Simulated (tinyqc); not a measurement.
Free and trapped electrons in a MOS channel with a dense trap tail: one step of the calculation.

p-type body, charge-sheet picture, full ionisation (an idealisation for deep acceptors), Boltzmann statistics for free electrons. e = Ec - EF at the surface. Acceptor-like traps of density D(E) = D0 + De exp(-E/Ew) at depth E below Ec, from 0 to Eu, hold n_t = integral of D(E)/(1 + exp((e - E)/Vt)). psi = Eg - Vt ln(Nv/Na) - e; N_dep = sqrt(2 eps0 eps_r Na (psi - Vt)/q); n_f = sqrt(N_dep^2 + 2 eps0 eps_r Vt Nc exp(-e/Vt)/q) - N_dep; Vg = Vfb + psi + q (N_dep + n_t + n_f)/Cox, Cox = eps0 eox/tox.

Problem. Charges and gate voltage. psi, N_dep, n_f and Vg as defined, with the n_t given; free share n_f/(n_f + n_t); apparent mobility mf n_f/(n_f + n_t); gate voltage spent on traps q n_t/Cox.

Values chosen for this exercise; band and dielectric values close to those of 4H silicon carbide:
- T = 300 K (temperature)
- Eg = 3.21 eV (band gap)
- eps_r = 9.79 (relative permittivity)
- Nc = 1.67e19 cm^-3 (conduction-band density of states at T)
- Nv = 2.49e19 cm^-3 (valence-band density of states at T)
- eox = 3.9 (relative permittivity of the insulator)
- tox = 32 nm (insulator thickness)
- Na = 1e16 cm^-3 (acceptor density)
- Vfb = -2.79 V (flat-band voltage without trapped charge)
- mf = 110 cm^2/(V s) (mobility of free electrons)
- e = 0.123 eV (Ec - EF at the surface)

Constants: q = 1.602176634e-19 C, kB = 1.380649e-23 J/K, Vt = kB T/q, eps0 = 8.8541878128e-14 F/cm where lengths are in cm. Results are converted to the units shown.

n_t = 6.4546016e11 cm^-2

Find: psi; N_dep; n_f; Vg; free share; apparent mobility; gate voltage spent on traps.

Solution.

psi = 2.885 V
N_dep = 5.562e11 cm^-2
n_f = 3.495e10 cm^-2
Vg = 1.931 V
free share = 5.137 %
apparent mobility = 5.650 cm^2/(V s)
gate voltage spent on traps = 0.9583 V

tinyqc, about 0.02 s, one thread, Intel Xeon 2.30GHz (shared host): `OMP_NUM_THREADS=1 python tinyqc.py 2222027 2222028 out.jsonl`
